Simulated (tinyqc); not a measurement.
Moment against temperature: Stoner model of a band ferromagnet.

Density of states per atom and spin: flat with a rise to the top, D(e) = (M/W) [1 - sp + 4 sp (e/W + 1/2)^3]. Levels e -/+ I m/2 for up and down spin, m = n_up - n_down, n_up + n_down = nd. At zero temperature e(N) is the energy below which N states lie, and E(m) = sum over spins of integral e D de - I m^2/4.

Constants: kB = 8.617333262e-05 eV/K.

Values chosen for the exercise:
```
symbol  value  unit  meaning
W       5.5    eV    band width, e from -W/2 to W/2
M       5            states per atom and spin
nd      7.08         electrons per atom
sp      0.24         shape parameter
I       0.97   eV    Stoner parameter
```

Fermi-Dirac occupations on 600 equal energy intervals; m is iterated from saturation until it changes by less than 1e-7 or for 400 rounds; the paramagnet is unstable while I times the mean of D weighted by -df/de exceeds 1.

Results:
```
T/Tc,T (K),m (muB),I D(T) of the paramagnet
0.10,535,2.919,1.106
0.30,1606,2.812,1.107
0.50,2677,2.527,1.098
0.65,3481,2.198,1.078
0.80,4284,1.722,1.048
0.90,4819,1.247,1.025
0.95,5087,0.892,1.013
1.10,5890,0.000,0.974
```

Tc (from I D(T) = 1) = 5.35e+03 K

kB Tc = 0.461 eV, 0.16 of the exchange splitting at zero temperature. m keeps 0.87 of its first value at half Tc and 0.43 at 0.9 Tc. The model knows only Stoner excitations; spin waves and local moments bring the ordering temperature below the Stoner value.

(tinyqc, `OMP_NUM_THREADS=1 python tinyqc.py 1680493 1680494 out.jsonl`, Intel(R) Xeon(R) Processor @ 2.30GHz, 1 thread, shared host, about 0.3 s.)
